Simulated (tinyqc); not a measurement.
# Switching kinetics of a ferroelectric film and the memory window of a ferroelectric gate stack, step by step

A worked calculation. Computed by tinyqc, a small Python program that keeps every step. Command: `OMP_NUM_THREADS=1 python tinyqc.py 3006530 3006531 out.jsonl feswitch walk`. One thread of a shared host (Intel(R) Xeon(R) Processor @ 2.30GHz), about 0.02 s of CPU time with the checks. Intermediate numbers are printed to about 7 digits and carried at full precision; extremes and crossings named in words are read from the listed rows.

Fields in MV/cm; 1 microcoulomb/cm^2 over eps_0 is 11.29409 MV/cm. In the stack (metal, ferroelectric, interlayer, channel) the channel is taken as a conductor.

Inputs (values chosen for the exercise, for a model film):

| quantity | value | unit |
|---|---|---|
| saturation polarisation P_s | 29 | microcoulomb/cm^2 |
| ratio P_r/P_s | 0.72 | - |
| coercive field E_c | 0.92 | MV/cm |
| permittivity of the ferroelectric eps_F | 24 | - |
| thickness t_F | 17 | nm |
| permittivity of the interlayer eps_I | 3.9 | - |
| interlayer thickness t_I | 1.3 | nm |
| share s of P screened by trapped charge | 0.94 | - |
| pulse height V | 5.7 | V |
| time constant t_inf | 1.1e-11 | s |
| activation field E_a | 8.2 | MV/cm |
| Merz exponent alpha | 2 | - |
| dimension n | 3 | - |
| half width w of log10 t | 1.2 | - |
| pulse length t_p | 2.2e-07 | s |
| breakdown field of the interlayer | 13 | MV/cm |

Kinetics: Kolmogorov-Avrami-Ishibashi (KAI).

## The hysteresis loop

Saturated branches: P(E) = P_s tanh[(E -/+ E_c)/(2 delta)], delta = E_c/ln[(1 + P_r/P_s)/(1 - P_r/P_s)]; D = P + eps_0 eps_F E.

delta = 0.5068061 MV/cm

P on both branches (microcoulomb/cm^2) at E/E_c = -3, -2, -1, -0.5, 0, 0.5, 1, 1.5, 2, 3:

| E (MV/cm) | rising branch | falling branch |
|---|---|---|
| -2.76 | -28.95930 | -27.50263 |
| -1.84 | -28.75086 | -20.88000 |
| -0.92 | -27.50263 | 0.00000 |
| -0.46 | -25.42526 | 12.32604 |
| 0.00 | -20.88000 | 20.88000 |
| 0.46 | -12.32604 | 25.42526 |
| 0.92 | 0.00000 | 27.50263 |
| 1.38 | 12.32604 | 28.38640 |
| 1.84 | 20.88000 | 28.75086 |
| 2.76 | 27.50263 | 28.95930 |

peak differential permittivity eps_F + P_s/(2 delta eps_0) = 347.1301

## Memory window

At threshold the channel charge is negligible, so D = 0 on each branch: (1 - s) P(E) + eps_0 eps_F E = 0, with the screened share s. The rising branch has the root E0 between 0 and E_c; window = 2 E0 t_F; its upper bound is 2 E_c t_F.

field E0 = 0.3918308 MV/cm

memory window = 1.332225 V

bound 2 E_c t_F = 3.128 V

fixed-charge estimate 2 (1 - s) P_r t_F/(eps_0 eps_F) = 2.004475 V

Charge and coercive field both limit the window.

## Fields in the stack

Series stack: V = E_F t_F + E_I t_I and eps_I E_I = eps_F E_F + (1 - s) P/eps_0. Before switching P = -P_r, after it P = +P_s; in retention V = 0 and P = +P_r.

E_F before switching = 2.468656 MV/cm

E_F after switching = 2.017977 MV/cm

E_I after switching = 17.45722 MV/cm

depolarising field in retention = 0.1886565 MV/cm

depolarising field over E_c = 0.2050614

The interlayer field exceeds its breakdown field. Caution: the interlayer field exceeds its breakdown field, so charge injection would change the fields.

## Switched share after the pulse

Merz's law: t1 = t_inf exp[(E_a/E)^alpha] at the mean of the fields before and after switching. KAI: switched share = 1 - exp[-(t/t1)^n].

mean field = 2.243317 MV/cm

switching time t1 = 6.983961e-06 s

switched share = 3.125761e-05

t_p is 0.032 t1. A field higher by 10 % would shorten t1 by a factor 10.

## KAI against NLS in time

KAI: 1 - exp[-(t/t1)^n]. NLS: the same kernel averaged over the Lorentzian F = (1/pi) w/[(z - log10 t1)^2 + w^2] in z = log10 tau.

Switched share:

| log10(t/t1) | KAI | NLS |
|---|---|---|
| -3.0 | 0.000000 | 0.1246684 |
| -2.0 | 0.000001 | 0.1791210 |
| -1.0 | 0.001000 | 0.2947147 |
| -0.5 | 0.031128 | 0.3954234 |
| -0.2 | 0.222124 | 0.4695108 |
| 0.0 | 0.632121 | 0.5212914 |
| 0.2 | 0.981334 | 0.5721034 |
| 0.5 | 1.000000 | 0.6416996 |
| 1.0 | 1.000000 | 0.7318064 |
| 2.0 | 1.000000 | 0.8328940 |
| 3.0 | 1.000000 | 0.8815433 |

KAI goes from 10 to 90 % within 0.45 decades of time; a Lorentzian of this width needs about 2 w tan(0.4 pi) = 7.4 decades. Three decades after t1, 11.8 % of the NLS film has not switched, and three decades before it 12.5 % already has: the tails set write margins and disturb errors.

## Interlayer thickness

Series stack: V = E_F t_F + E_I t_I and eps_I E_I = eps_F E_F + (1 - s) P/eps_0. E_I is for P = +P_s at the pulse height, the depolarising field for P = +P_r at V = 0; V needed puts E_F = 1.5 E_c after switching.

Stack against t_I:

| t_I (nm) | E_F after (MV/cm) | E_I (MV/cm) | depolarising field / E_c | V needed (V) |
|---|---|---|---|---|
| 0.3 | 2.944279 | 23.15754 | 0.0627739 | 2.751936 |
| 0.5 | 2.713591 | 21.73792 | 0.0982095 | 3.022560 |
| 0.8 | 2.416124 | 19.90736 | 0.1439027 | 3.428497 |
| 1.2 | 2.089568 | 17.89778 | 0.1940644 | 3.969745 |
| 1.6 | 1.822896 | 16.25673 | 0.2350274 | 4.510994 |
| 2.0 | 1.601020 | 14.89133 | 0.2691095 | 5.052242 |
| 3.0 | 1.181091 | 12.30715 | 0.3336140 | 6.405363 |

Each nanometre of interlayer costs 1.35 V, against 0.14 V for a nanometre of ferroelectric. The depolarising field grows from 0.06 to 0.33 E_c. At E_F = 1.5 E_c the interlayer carries (1.5 eps_F E_c + (1 - s) P_s/eps_0)/eps_I = 13.5 MV/cm whatever its thickness, above its breakdown field of 13 MV/cm, so the voltages in the last column could not be applied without breakdown. Caution: rows with E_I above the breakdown field of the interlayer cannot be reached without charge injection.

Checks made by the program: the remanence (relative difference below 1e-10).
